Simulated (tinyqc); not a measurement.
Nanosheet or nanowire with hard walls, valleys of the Ge type: one step. Modes, density and velocity at zero temperature.

Constants: hbar^2/2m0 = 3.80998211 eV angstrom^2; hbar = 6.58211957e-16 eV s; e^2/h = 3.874045865e-05 S.

Parameters, chosen for this exercise (out of a larger set: near those of Ge; not measured data): dE = 0.144 eV (EF above the lowest subband edge).

Subbands:
```
label  valleys g  m_x (m0)    E (eV)
A1             2  0.082000  0.096373
A2             2  0.082000  0.122863
B1             2  1.075333  0.158788
A3             2  0.082000  0.162732
A4             2  0.082000  0.209932
A5             2  0.082000  0.260192
A6             2  0.082000  0.314729
A7             2  0.082000  0.360935
B2             2  1.075333  0.373744
A8             2  0.082000  0.376392
```

Problem. With EF = E_lowest + dE, each subband below EF has k_F = sqrt(m_x (EF - E)/c), carries n = 2 g k_F/pi electrons per length (spin included), moves at v = 2 c k_F/(hbar m_x) and adds 2 g e^2/h to the ballistic conductance; c = hbar^2/2m0, 1 angstrom/s = 1e-8 cm/s.

Give: Occupied subbands; total n; ballistic conductance.

Solution.

Occupied subbands:
```
label  k_F (1/angstrom)  n (1/nm)  v (1e7 cm/s)
A1               0.0557     0.709          7.86
A2               0.0503     0.640          7.10
B1               0.1517     1.932          1.63
A3               0.0409     0.520          5.77
A4               0.0256     0.326          3.61
```

total n = 4.128 1/nm
ballistic conductance = 774.8 microsiemens

EF lies below the last listed level, so the count is complete for these valleys (other families, and non-parabolicity above about 0.2 eV, are left out): 5 subbands with 10 valley modes. The Fermi velocity, averaged with the densities as weights, is 4.23 x 1e7 cm/s; the mean over all filled states moving one way is half of it.

Computed by tinyqc, a small Python program: `OMP_NUM_THREADS=1 python tinyqc.py 1252367 1252368 out.jsonl` (the numbers bound the seed that draws the inputs); one thread of a shared host (Intel(R) Xeon(R) Processor @ 2.30GHz), about 0.2 s for the whole set of steps.
